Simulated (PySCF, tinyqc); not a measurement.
FCI on RHF in the sto-3g basis, for H3+, spin multiplicity 1, step by step. The lowest restricted solution is unstable here: a spin-polarised one lies 0.0090 hartree lower (PySCF). Computed by tinyqc, a small Python program that keeps every step (integrals from PySCF). Settings: charge = 1, multiplicity = 1, basis = sto-3g, method = RHF, energy threshold = 1e-10, iteration cap = 63, orthogonalisation = symmetric, start = Wolfsberg-Helmholz matrix, DIIS depth = 6, ci = FCI. Command: `OMP_NUM_THREADS=1 python tinyqc.py 29338 29339 out.jsonl` (the two numbers bound the seeds that draw the settings). One thread of a shared host (Intel(R) Xeon(R) Processor @ 2.60GHz), about 0.1 s of CPU time with the checks. The early iterations of the SCF are left out here.

## One-electron integrals

Geometry (angstrom):
```
atom        x        y         z
H     0.00000  0.00000   0.00000
H     0.00000  0.00000   1.21800
H     0.00000  0.00000  -1.21800
```

Basis sto-3g: exponents (1/bohr^2) and contraction coefficients of normalised primitives:
```
element  l (shell)  exponent  coefficient
H            s (1)   3.42525      0.15433
H            s (1)   0.62391      0.53533
H            s (1)   0.16886      0.44463
```

Overlap, kinetic and nuclear-attraction integrals over the contracted functions; the nuclear repulsion is the sum of Za Zb / Rab.

nuclear repulsion = 1.0861601 hartree

overlap S:
```
         1H 1s    2H 1s    3H 1s
1H 1s  1.00000  0.37806  0.37806
2H 1s  0.37806  1.00000  0.05578
3H 1s  0.37806  0.05578  1.00000
```

kinetic energy T (hartree):
```
         1H 1s     2H 1s     3H 1s
1H 1s  0.76003   0.04897   0.04897
2H 1s  0.04897   0.76003  -0.01101
3H 1s  0.04897  -0.01101   0.76003
```

nuclear attraction V (hartree):
```
          1H 1s     2H 1s     3H 1s
1H 1s  -2.08427  -0.66006  -0.66006
2H 1s  -0.66006  -1.87267  -0.09005
3H 1s  -0.66006  -0.09005  -1.87267
```

core Hamiltonian H = T + V (hartree):
```
          1H 1s     2H 1s     3H 1s
1H 1s  -1.32423  -0.61109  -0.61109
2H 1s  -0.61109  -1.11263  -0.10106
3H 1s  -0.61109  -0.10106  -1.11263
```

## Two-electron integrals

Functions are numbered as in S; the eight-fold symmetry (ij|kl) = (ji|kl) = (kl|ij) leaves the list below.

Two-electron integrals (ij|kl) in chemists' order, unique and non-zero (hartree):
```
(11|11) 0.77461   (21|11) 0.22029   (21|21) 0.08668   (22|11) 0.41295
(22|21) 0.22029   (22|22) 0.77461   (31|11) 0.22029   (31|21) 0.05891
(31|22) 0.11062   (31|31) 0.08668   (32|11) 0.03150   (32|21) 0.01044
(32|22) 0.02332   (32|31) 0.01044   (32|32) 0.00151   (33|11) 0.41295
(33|21) 0.11062   (33|22) 0.21710   (33|31) 0.22029   (33|32) 0.02332
(33|33) 0.77461
```

## Orthogonalisation

S = U s U^T; symmetric (Loewdin) form X = U s^(-1/2) U^T, so that X^T S X = 1.

eigenvalues of S: 0.49251  0.94422  1.56327

X:
```
          1H 1s     2H 1s     3H 1s
1H 1s   1.12865  -0.22071  -0.22071
2H 1s  -0.22071   1.06260   0.03348
3H 1s  -0.22071   0.03348   1.06260
```

## Iteration 5 (converged): orbitals

converged F (hartree):
```
          1H 1s     2H 1s     3H 1s
1H 1s  -0.63659  -0.48407  -0.48407
2H 1s  -0.48407  -0.47527  -0.15927
3H 1s  -0.48407  -0.15927  -0.47527
```

Diagonalise F' = X^T F X, C = X C', fill 1 alpha and 1 beta electrons from the bottom; D = 2 C_occ C_occ^T. Each column has its largest component positive (the first on a tie).

F' = X^T F X (hartree):
```
          1         2         3
1  -0.39040  -0.33391  -0.33391
2  -0.33391  -0.34530  -0.01064
3  -0.33391  -0.01064  -0.34530
```

orbital energies (hartree): MO1 -0.84570, MO2 -0.33467, MO3 0.09936

coefficients C:
```
           MO1       MO2       MO3
1H 1s  0.59584   0.00000   1.00809
2H 1s  0.37907   0.72769  -0.71114
3H 1s  0.37907  -0.72769  -0.71114
```

D after iteration 5:
```
         1H 1s    2H 1s    3H 1s
1H 1s  0.71005  0.45173  0.45173
2H 1s  0.45173  0.28739  0.28739
3H 1s  0.45173  0.28739  0.28739
```

## Convergence

Stop when the energy changes by less than 1e-10 hartree and every element of the error matrix X^T (F D S - S D F) X is below 3e-06.

Course of the cycle:
```
iteration  E (hartree)     change  largest element of the error matrix
1           -1.1255813          -                             6.46e-02
2           -1.1305126  -4.93e-03                             6.94e-03
3           -1.1305696  -5.71e-05                             7.62e-06
4           -1.1305696  -5.55e-11                             3.35e-06
5           -1.1305696  -7.85e-12                             2.15e-06
```

PySCF RHF in the same basis = -1.1305696 hartree

Converged in 5 iterations.

## Integrals over molecular orbitals

(pq|rs) = sum C_ip C_jq C_kr C_ls (ij|kl), one index at a time.

one-electron integrals over orbitals h = C^T H C (hartree):
```
          1         2         3
1  -1.37103   0.00000  -0.09024
2   0.00000  -1.07134   0.00000
3  -0.09024   0.00000  -0.82097
```

Two-electron integrals over orbitals (pq|rs), unique and non-zero (hartree):
```
(11|11) 0.52533    (21|21) 0.14775    (22|11) 0.44221    (22|22) 0.50555
(31|11) 0.09024    (31|22) -0.05326   (31|31) 0.14400    (32|21) -0.14634
(32|32) 0.16194    (33|11) 0.53217    (33|22) 0.46931    (33|31) 0.07913
(33|33) 0.56452
```

## FCI: determinants and Hamiltonian

Hartree-Fock energy = -1.1305696 hartree

Slater-Condon rules over spin orbitals, with the nuclear repulsion added and E(HF) subtracted on the diagonal.

Occupation strings over the orbitals (2 doubly, a alpha, b beta, 0 empty; spin orbitals ordered 1a 1b 2a 2b ...): 200 ab0 a0b ba0 b0a 020 0ab 0ba 002

H - E(HF) between determinants (hartree):
```
         200       ab0       a0b       ba0       b0a       020       0ab       0ba
200  0.00000   0.00000   0.00000   0.00000   0.00000   0.14775   0.00000   0.00000
ab0  0.00000   0.21657   0.00000  -0.14775   0.00000   0.00000  -0.14634   0.14350
a0b  0.00000   0.00000   0.55690   0.00000  -0.14400  -0.14634   0.00000   0.00000
ba0  0.00000  -0.14775   0.00000   0.21657   0.00000   0.00000   0.14350  -0.14634
b0a  0.00000   0.00000  -0.14400   0.00000   0.55690   0.14634   0.00000   0.00000
020  0.14775   0.00000  -0.14634   0.00000   0.14634   0.57961   0.00000   0.00000
0ab  0.00000  -0.14634   0.00000   0.14350   0.00000   0.00000   0.79373  -0.16194
0ba  0.00000   0.14350   0.00000  -0.14634   0.00000   0.00000  -0.16194   0.79373
002  0.14400   0.00000  -0.01110   0.00000   0.01110   0.16194   0.00000   0.00000

          002
200   0.14400
ab0   0.00000
a0b  -0.01110
ba0   0.00000
b0a   0.01110
020   0.16194
0ab   0.00000
0ba   0.00000
002   1.13931
```

## FCI: roots

Diagonalise (each vector has its largest component positive (the first on a tie)); all determinants have Ms = 0, so triplets appear too. The lowest singlet root is the correlation energy.

lowest roots of this matrix, relative to E(HF) (hartree): -0.04761  0.06881  0.24596  0.41289  0.42389  0.63180  0.82302  1.07403

lowest vectors:
```
       root 1   root 2    root 3   root 4
200   0.96788  0.00000   0.00000  0.00000
ab0   0.00000  0.70710   0.65462  0.00000
a0b  -0.04562  0.00000   0.00000  0.70711
ba0   0.00000  0.70710  -0.65462  0.00000
b0a   0.04562  0.00000   0.00000  0.70711
020  -0.22674  0.00000   0.00000  0.00000
0ab   0.00000  0.00357   0.26733  0.00000
0ba   0.00000  0.00357  -0.26733  0.00000
002  -0.08735  0.00000   0.00000  0.00000
```

<S^2> of these roots: 0.00000  2.00000  0.00000  2.00000  0.00000  2.00000  0.00000  0.00000

weight of the ground state by excitation level 0, 1, 2, ...: 0.93680  0.00416  0.05904
